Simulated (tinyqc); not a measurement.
On-chip interconnect, size-dependent resistivity and RC delay: two steps of the calculation.

A rectangular line between two neighbours and two ground planes. Surface and grain-boundary scattering are added to the bulk resistivity as corrections; capacitances are parallel-plate values without fringing; inductance is ignored.

Parameters, values chosen for the exercise; metal values close to those of cobalt: line length Lw = 400 um; driver resistance Rd = 1200 ohm; load capacitance Cl = 0.79 fF; time step dt = 310 ps.

Problem 1. Ladder and Elmore delays. 6 equal pi sections: series Rs = r Lw/6; node capacitances c Lw/6, halved at nodes 0 and 6, with Cl added to node 6; Rd feeds node 0. Elmore delay of node k: the sum, over the resistors on the path to k, of resistance times all capacitance downstream of it.

r = 44.826135 ohm/um
c = 0.24409396 fF/um

Give: Rs; C; Elmore delay.

Solution 1.

Rs = 2988.4 ohm

| node | C (fF) | Elmore delay (ps) |
|---|---|---|
| 0 | 8.1365 | 118.11 |
| 1 | 16.273 | 387.94 |
| 2 | 16.273 | 609.14 |
| 3 | 16.273 | 781.70 |
| 4 | 16.273 | 905.64 |
| 5 | 16.273 | 980.95 |
| 6 | 8.9265 | 1007.6 |

The far-end value equals Rd (c Lw + Cl) + r Lw (c Lw/2 + Cl) for any number of pi sections; the line resistance contributes 88.3 % of it.

Problem 2. Node voltages after a time step. A 1 V step is applied behind Rd at t = 0. C dv/dt = -G v + b, with G the conductance matrix of the ladder (1/Rs between neighbours, 1/Rd added at node 0) and b = (1 V/Rd, 0, ...). Backward Euler step: (C/dt + G) v(new) = (C/dt) v + b.

Rs = 2988.4090 ohm

| node | C (fF) | v at t = 0 (V) |
|---|---|---|
| 0 | 8.1364652 | 0 |
| 1 | 16.272930 | 0 |
| 2 | 16.272930 | 0 |
| 3 | 16.272930 | 0 |
| 4 | 16.272930 | 0 |
| 5 | 16.272930 | 0 |
| 6 | 8.9264652 | 0 |

Wanted: v at t = 1 dt.

Solution 2.

| node | v at t = 1 dt (V) |
|---|---|
| 0 | 0.8625 |
| 1 | 0.5878 |
| 2 | 0.4054 |
| 3 | 0.2865 |
| 4 | 0.2125 |
| 5 | 0.1719 |
| 6 | 0.1583 |

Numbers from tinyqc (`OMP_NUM_THREADS=1 python tinyqc.py 2100142 2100143 out.jsonl`; about 0.01 s on one thread of a shared Intel Xeon 2.30GHz).
